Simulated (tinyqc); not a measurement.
# One-sided p+-n junction, ionisation integral and breakdown: what changes with what

A p+ layer at x < 0 and an n drift layer from x = 0. Depletion approximation, built-in voltage neglected. Local ionisation coefficients alpha_n = an exp(-(bn/E)^mx), alpha_p = ap exp(-(bp/E)^mx). Electrons move towards +x, holes towards x = 0.

Parameters, values chosen for the exercise; material values close to those of 4H silicon carbide: relative permittivity eps_r = 9.63; prefactor of the electron ionisation coefficient an = 1.67e8 1/cm; field constant for electrons bn = 3.43e7 V/cm; prefactor of the hole ionisation coefficient ap = 3.6e8 1/cm; field constant for holes bp = 2.63e7 V/cm; exponent mx = 1; electron mobility of the drift layer mu = 889 cm^2/(V s); donor density of the drift layer N = 7.8e16 cm^-3.

Constants: q = 1.602176634e-19 C, eps0 = 8.8541878128e-14 F/cm where lengths are in cm. Results are converted to the units shown.

Each table varies one quantity; the others keep the values above.

## Multiplication against voltage

W = sqrt(2 eps0 eps_r V/(q N)), peak field E0 = q N W/(eps0 eps_r), falling linearly to 0 at W. G(x) = integral from 0 to x of (alpha_n - alpha_p); I_n = integral of alpha_n exp(-G) (electrons injected at x = 0), I_p = integral of alpha_p exp(G(end) - G) (holes injected at the far edge); M = 1/(1 - I). Integrals on a fine grid; BV is where I_n = 1. Here BV = 391.635 V; the Miller exponent is n = ln(1 - 1/M)/ln(V/BV).

Multiplication against voltage:

| V (V) | E0 (kV/cm) | I_n | I_p | M_n | M_p | Miller n, electrons | Miller n, holes |
|---|---|---|---|---|---|---|---|
| 157 | 2.15e3 | 1.57e-4 | 0.0175 | 1.00 | 1.02 | 9.58 | 4.42 |
| 196 | 2.40e3 | 0.00106 | 0.0758 | 1.00 | 1.08 | 9.89 | 3.73 |
| 235 | 2.62e3 | 0.00470 | 0.215 | 1.00 | 1.27 | 10.5 | 3.01 |
| 274 | 2.83e3 | 0.0167 | 0.444 | 1.02 | 1.80 | 11.5 | 2.27 |
| 313 | 3.03e3 | 0.0558 | 0.706 | 1.06 | 3.40 | 12.9 | 1.55 |
| 337 | 3.14e3 | 0.121 | 0.841 | 1.14 | 6.27 | 14.0 | 1.16 |
| 360 | 3.25e3 | 0.273 | 0.932 | 1.38 | 14.8 | 15.4 | 0.833 |
| 376 | 3.32e3 | 0.511 | 0.974 | 2.04 | 38.4 | 16.5 | 0.648 |
| 386 | 3.36e3 | 0.779 | 0.992 | 4.52 | 126 | 17.3 | 0.550 |

What does the comparison show?

M_n rises from 1.000 to 4.52 and M_p from 1.018 to 126; both diverge at BV. The Miller exponent for electrons rises from 9.58 to 17.3 and that for holes falls from 4.42 to 0.550, so one exponent describes neither over the whole range. The larger multiplication belongs to holes, whose coefficient at the peak field of the last row is 23.3 times the other.

## Effect of the drift doping

Same model as above.

Specific on-resistance Ron = W/(q mu N) with constant mobility and full ionisation.

Effect of the drift doping:

| N (cm^-3) | BV (V) | E0 at BV (kV/cm) | W at BV (um) | Ron (mohm cm^2) | BV^2/Ron (MW/cm^2) | eps0 eps_r mu E0^3/4 (MW/cm^2) |
|---|---|---|---|---|---|---|
| 6.5e15 | 3.01e3 | 2.71e3 | 22.2 | 2.40 | 3.79e3 | 3.79e3 |
| 1.2e16 | 1.81e3 | 2.86e3 | 12.7 | 0.741 | 4.41e3 | 4.41e3 |
| 2.4e16 | 1.02e3 | 3.03e3 | 6.73 | 0.197 | 5.29e3 | 5.29e3 |
| 4.6e16 | 600 | 3.22e3 | 3.73 | 0.0569 | 6.33e3 | 6.33e3 |
| 8.8e16 | 355 | 3.43e3 | 2.07 | 0.0165 | 7.64e3 | 7.64e3 |
| 1.7e17 | 210 | 3.67e3 | 1.15 | 0.00474 | 9.33e3 | 9.33e3 |
| 3.3e17 | 125 | 3.94e3 | 0.635 | 0.00135 | 1.16e4 | 1.16e4 |
| 6.2e17 | 76.7 | 4.23e3 | 0.363 | 4.11e-4 | 1.43e4 | 1.43e4 |

BV falls from 3010 to 76.7 V while the critical field rises from 2710 to 4230 kV/cm. BV goes as N^(-0.83) between the first two rows and N^(-0.77) between the last two (a coefficient proportional to E^7 gives -0.75 without punch-through). Ron goes as BV^(2.36) over the table; the last two columns agree since BV = E0 W/2 and N = eps0 eps_r E0/(q W). For N = 6.2e17 the layer is under 0.5 um wide or BV under 82 V, so dead space, tunnelling and the built-in voltage, all left out, matter.

Numbers from tinyqc (`OMP_NUM_THREADS=1 python tinyqc.py 2120059 2120060 out.jsonl`; about 0.05 s on one thread of a shared Intel Xeon 2.30GHz).
